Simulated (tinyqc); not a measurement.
Vacuum evaporation: vapour pressure, source flux, thickness distribution, purity and step coverage. From edge over centre back to directionality n. Computed by tinyqc, a small Python program. Command: `OMP_NUM_THREADS=1 python tinyqc.py 3113838 3113839 out.jsonl evap inv`. One thread of a shared host (Intel(R) Xeon(R) Processor @ 2.30GHz), about 0.01 s of CPU time with the checks.

Molecular flow, unit sticking of the metal, no re-evaporation. The background gas is taken as water vapour (18.015 g/mol, collision diameter 0.37 nm) at 300 K.

Inputs (values chosen for the exercise, modelled on titanium, with constants for the liquid):
```
quantity,value,unit
molar mass M,47.87,g/mol
film density rho,4.51,g/cm^3
vapour-pressure constant A,11.34,-
vapour-pressure constant B,22690,K
source temperature T,2190,K
source area,1.2,cm^2
source-to-wafer distance h,58,cm
wafer radius R,10,cm
```

Constants: u = 1.6605390666e-27 kg; k_B = 1.380649e-23 J/K; R = 8.314462618 J/(mol K).

Method:
- log10(p_v/Pa) = A - B/T; flux from the surface Phi = p_v/sqrt(2 pi m k_B T), m = M u.
- Mass loss = Phi x area x m; heat of evaporation = ln(10) R B; d ln Phi/dT = ln(10) B/T^2 - 1/(2 T).
- A small source emits (n + 1) Phi area cos^n(phi)/(2 pi) per solid angle; on a parallel plane at height h and lateral distance l the arrival rate is (n + 1) Phi area/(2 pi h^2) x (1 + (l/h)^2)^(-(n + 3)/2). Growth rate = arrival rate x m/rho, m = M u. The wafer is fixed and centred above the source.

Task: A run gave the result below. Find the directionality n, known to lie between 3.6 and 4.6.

edge over centre = 0.9034934

Result:

Each step takes the trial c = (a f_b - b f_a)/(f_b - f_a), f being the result less the target and a, b, c the logarithms of the listed values; c replaces end b, the old b replaces a if the sign of f changed, and otherwise f_a is halved.

Scan of the range:
```
directionality n,edge over centre
3.60,0.907858
3.75,0.905865
3.91,0.903745
4.07,0.901629
4.24,0.899387
4.42,0.897019
4.60,0.894657
```

False position (Illinois rule, in the logarithm of the input) inside the bracket:
```
step,end a,end b,trial,edge over centre
1,3.91000,4.07000,3.92869,0.903498
2,4.07000,3.92869,3.92900,0.903493
3,4.07000,3.92900,3.92901,0.903493
4,3.92900,3.92901,3.92900,0.903493
```

Edge over centre falls at every point of a 13-point scan of the range (every second point is shown), so one value fits; it is bracketed by 3.91 and 4.07. Answer: directionality n = 3.929.
